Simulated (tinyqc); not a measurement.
# Worked calculation: one level coupled to a phonon between two leads, self-consistent Born approximation

Numbers from tinyqc (`OMP_NUM_THREADS=1 python tinyqc.py 2720007 2720008 out.jsonl`; about 0.04 s on one thread of a shared Intel Xeon 2.30GHz). Printed values are rounded.

Wide-band leads with mu_L = +V/2 and mu_R = -V/2; phonons in equilibrium, Nq = 1/(exp(w0/kB T) - 1). Scattering links only energies that differ by w0, so a ladder E_k = E1 + k w0 closes on itself; terms that reach past its ends are dropped. Gn and Gp are the electron and hole parts of the spectral function A = Gn + Gp.

Values chosen for this exercise:
- T = 77 K (temperature of leads and phonons)
- w0 = 63 meV (phonon energy)
- ed = 3 meV (level)
- GL = 37 meV (coupling to the left lead)
- GR = 48 meV (coupling to the right lead)
- M = 14 meV (electron-phonon matrix element)
- V = 100 mV (bias)
- nr = 6 (rungs of the ladder shown)
- E1 = -101 meV (lowest rung)

Constants: q = 1.602176634e-19 C, kB = 1.380649e-23 J/K, Vt = kB T/q. Results are converted to the units shown.

Range of the model: The self-consistent Born approximation keeps only non-crossing phonon lines and no Hartree shift; it is rough once the coupling nears the phonon energy.

## The ladder and the first Green functions

|G|^2 = 1/[(E - ed)^2 + (GL + GR + Sin + Sout)^2/4], Gn = |G|^2 (GL fL + GR fR + Sin), Gp = |G|^2 (GL (1 - fL) + GR (1 - fR) + Sout), f = 1/(1 + exp((E - mu)/kB T)). On a single ladder the real part of the phonon self-energy, which needs all energies, is left out. At the start Sin = Sout = 0.

```
rung,E (meV),fL,fR,Gn (1/meV),Gp (1/meV)
0,-101,1.00000,0.999541,0.00673239,1.74530e-6
1,-38,0.999998,0.140820,0.0125484,0.0118261
2,25,0.977417,1.23344e-5,0.0157909,0.0213230
3,88,0.00324657,9.28261e-10,1.33008e-5,0.00939846
4,151,2.45122e-7,6.98579e-14,3.82514e-10,0.00358495
5,214,1.84471e-11,5.25727e-18,1.47330e-14,0.00183477
```

Nq = 7.52624e-5

## Iteration 1: scattering functions

Sin(E) = M^2 [(Nq + 1) Gn(E + w0) + Nq Gn(E - w0)], Sout(E) = M^2 [(Nq + 1) Gp(E - w0) + Nq Gp(E + w0)]. Nq = 1/(exp(w0/kB T) - 1).

```
rung,Sin (meV),Sout (meV)
0,2.45967,1.74452e-4
1,3.09534,6.56649e-4
2,0.00279226,2.31824
3,2.33013e-4,4.17967
4,1.96209e-7,1.84226
5,5.64263e-12,0.702703
```

## Iteration 1: Green functions

|G|^2 = 1/[(E - ed)^2 + (GL + GR + Sin + Sout)^2/4], Gn = |G|^2 (GL fL + GR fR + Sin), Gp = |G|^2 (GL (1 - fL) + GR (1 - fR) + Sout), f = 1/(1 + exp((E - mu)/kB T)). On a single ladder the real part of the phonon self-energy, which needs all energies, is left out.

```
rung,Gn after iteration 1 (1/meV),Gp after iteration 1 (1/meV)
0,0.00686954,1.74446e-6
1,0.0129389,0.0113888
2,0.0151314,0.0214009
3,1.30633e-5,0.00966645
4,3.89489e-10,0.00365046
5,1.48452e-14,0.00184874
```

## Iteration 2: scattering functions

As before.

```
rung,Sin (meV),Sout (meV)
0,2.53621,1.68001e-4
1,2.96609,6.57634e-4
2,0.00275148,2.23251
3,2.23287e-4,4.19494
4,1.92706e-7,1.89479
5,5.74552e-12,0.715544
```

## Iteration 2: Green functions

As before.

```
rung,Gn after iteration 2 (1/meV),Gp after iteration 2 (1/meV)
0,0.00687375,1.74350e-6
1,0.0129235,0.0114067
2,0.0151552,0.0213985
3,1.30613e-5,0.00966739
4,3.89305e-10,0.00365232
5,1.48473e-14,0.00184900
```

## Course of the iteration

Repeat until no Sin or Sout changes by more than 1e-9 meV.

Course of the iteration:
```
iteration,largest Sin + Sout (meV),largest change (meV)
1,4.17991,4.18
2,4.19516,0.129
3,4.19470,4.65e-3
4,4.19472,1.91e-4
5,4.19472,6.86e-6
6,4.19472,2.82e-7
7,4.19472,1.01e-8
8,4.19472,4.16e-10
```

Converged in 8 iterations; the change shrinks by about 0.039 a step.

## Currents on the rungs

```
rung,converged Gn (1/meV),converged Gp (1/meV)
0,0.00687359,1.74354e-6
1,0.0129240,0.0114061
2,0.0151542,0.0213986
3,1.30614e-5,0.00966737
4,3.89303e-10,0.00365233
5,1.48472e-14,0.00184901
```

Spectral currents into the level: iL = GL [fL Gp - (1 - fL) Gn], iR = GR [fR Gp - (1 - fR) Gn].

```
rung,iL,iR,iL + iR
0,0.000065,-0.000068,-0.0000033
1,0.422024,-0.455897,-0.0338739
2,0.761206,-0.727381,0.0338245
3,0.000680,-0.000627,0.0000526
4,0.000000,0.000000,0.0000000
5,0.000000,0.000000,0.0000000
```

sum of iL = 1.18397

On a single rung iL + iR need not vanish (largest 0.034), since phonons move electrons between rungs; summed over the ladder it does.
